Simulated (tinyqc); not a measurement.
# Well width for a wanted wavelength

Inverse problem. The layer is x parts of the first compound and 1 - x of the second, grown coherently on the second as substrate and barrier. Rows of the table: lattice constant a, average valence level Ea on an absolute scale, spin-orbit splitting so, gaps at Gamma, X and L, hydrostatic deformation potentials av and ac (Gamma), shear potential b, elastic constants, electron and heavy-hole (along z) masses. All are interpolated linearly in x; gaps get -C x (1 - x), taken wholly in the conduction band; real line-ups can differ from this model by 0.1 eV or more. In-plane strain e = (a_substrate - a)/a, e_z = -2 (c12/c11) e, volume change 2 e + e_z. With v = 2 e + e_z and d = 2 b (e_z - e): Eav = Ea + av v; E_hh = Eav + so/3 - d/2; E_lh = Eav - so/6 + d/4 + sqrt(so^2 + so d + 9 d^2/4)/2; E_c = Ea + so/3 + EG + ac v (Gamma). Substrate: E_v = Ea + so/3, E_c = E_v + EG. Well depths: dEc = E_c(substrate) - E_c, dEhh = E_hh - E_v(substrate), dElh likewise; strained Gamma gap E_c - max(E_hh, E_lh); positive values confine carriers in the layer. Lowest level of a finite well of width Lw and depth V: kw Lw/2 = arctan(sqrt((mw/mb)(V - E)/E)), kw = sqrt(mw E/C), C = hbar^2/(2 m0), for electrons (dEc) and heavy holes (dEhh), mb from the substrate; transition E_c - E_hh + both levels, without exciton binding; wavelength h c/E. Find Lw and the two levels.

Parameters, values chosen for the exercise:
```
symbol  value  unit                                      meaning
x        0.22        fraction of the first compound in the layer
CG      0.477    eV                      bowing of the Gamma gap
CX        1.4    eV                          bowing of the X gap
CL       0.33    eV                          bowing of the L gap
```

Constants: q = 1.602176634e-19 C, hbar = 1.054571817e-34 J s, h = 6.62607015e-34 J s, m0 = 9.1093837015e-31 kg, c = 299792458 m/s, hbar^2/(2 m0) = 0.0380998212 eV nm^2. Results are converted to the units shown.

Binary compounds, values chosen for the exercise:

|  | close to InAs | close to GaAs |
|---|---|---|
| a (angstrom) | 6.058 | 5.653 |
| Ea (eV) | -6.67 | -6.92 |
| so (eV) | 0.377 | 0.343 |
| EG (eV) | 0.359 | 1.43 |
| EX (eV) | 1.35 | 1.92 |
| EL (eV) | 1.08 | 1.71 |
| av (eV) | 1.01 | 1.17 |
| ac (eV) | -5.15 | -7.07 |
| b (eV) | -1.78 | -1.71 |
| c11 (GPa) | 82.1 | 117 |
| c12 (GPa) | 45.5 | 53.1 |
| me (m0) | 0.0227 | 0.0666 |
| mh (m0) | 0.334 | 0.353 |

wavelength = 991.07777 nm

Solution. Both levels fall steadily as the well widens, so the wavelength rises steadily and one width matches.

Lw = 6.800 nm
electron level = 49.41 meV
heavy-hole level = 13.13 meV

Computed by the program tinyqc: `OMP_NUM_THREADS=1 python tinyqc.py 2690023 2690024 out.jsonl`, one thread of a shared Intel Xeon 2.30GHz, about 0.01 s for the whole run.
